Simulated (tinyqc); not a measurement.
## Capacitance measurement on a leaky thin oxide: effects of series resistance and leakage: effect of the gate area

The device is a capacitance C in parallel with a leakage conductance G, in series with Rs and Ls. An impedance meter reports either a parallel pair (Cp, Gp) from Y = 1/Z = Gp + i w Cp or a series pair (Cs, Rm) from Z = Rm + 1/(i w Cs); w = 2 pi f, dissipation D = Gp/(w |Cp|).

EOT = 3.9 tox/eox; CET = EOT + zc + zp; C = 3.9 eps0 A/CET; G = Jg A/Vs. Z = Rs + i w Ls + 1/(G + i w C); CET read from Cp = 3.9 eps0 A/Cp; errors under 0.001 % are printed as 0. Rs is held fixed.

Values chosen for this exercise; values of the order met in thin-oxide MOS capacitors: relative permittivity of the gate insulator (close to silicon nitride) eox = 7.44; insulator thickness tox = 1.8 nm; oxide-equivalent thickness added by the accumulation layer zc = 0.45 nm; oxide-equivalent thickness added by gate depletion zp = 0 nm; gate leakage current density, not matched to the thickness Jg = 0.0087 A/cm^2; voltage for an e-fold rise of the leakage Vs = 0.34 V; series resistance Rs = 340 ohm; series inductance Ls = 0 nH; measuring frequency f = 1e5 Hz.

Constants: eps0 = 8.8541878128e-14 F/cm where lengths are in cm. Results are converted to the units shown.

Effect of the gate area:

| A (um^2) | C (pF) | Cp (pF) | Cs (pF) | D | error of Cp (%) | error of Cs (%) | CET read from Cp (nm) |
|---|---|---|---|---|---|---|---|
| 20 | 0.4956 | 0.4956 | 0.4957 | 0.01654 | 0 | 0.0270 | 1.394 |
| 70 | 1.735 | 1.735 | 1.735 | 0.01681 | -1.23e-3 | 0.0270 | 1.394 |
| 200 | 4.956 | 4.956 | 4.957 | 0.01749 | -3.59e-3 | 0.0270 | 1.394 |
| 600 | 14.87 | 14.87 | 14.87 | 0.01961 | -0.0114 | 0.0270 | 1.394 |
| 2000 | 49.56 | 49.54 | 49.57 | 0.02703 | -0.0460 | 0.0270 | 1.394 |
| 5000 | 123.9 | 123.7 | 123.9 | 0.04291 | -0.157 | 0.0270 | 1.396 |
| 10000 | 247.8 | 246.7 | 247.9 | 0.06939 | -0.452 | 0.0270 | 1.400 |
| 40000 | 991.2 | 942.4 | 991.4 | 0.2282 | -4.93 | 0.0270 | 1.466 |

What does the table show?

As A goes from 20 to 40000, the error of Cp goes from 0 to -4.93 %, that of Cs from 0.0270 to 0.0270 %, and D rises from 0.0165 to 0.228. The CET read from Cp goes from 1.39 to 1.47 nm against the true 1.39 nm. G/(w C) does not depend on the area, while G Rs and w C Rs grow with it.

tinyqc, about 0.01 s, one thread, Intel Xeon 2.30GHz (shared host): `OMP_NUM_THREADS=1 python tinyqc.py 2022109 2022110 out.jsonl`
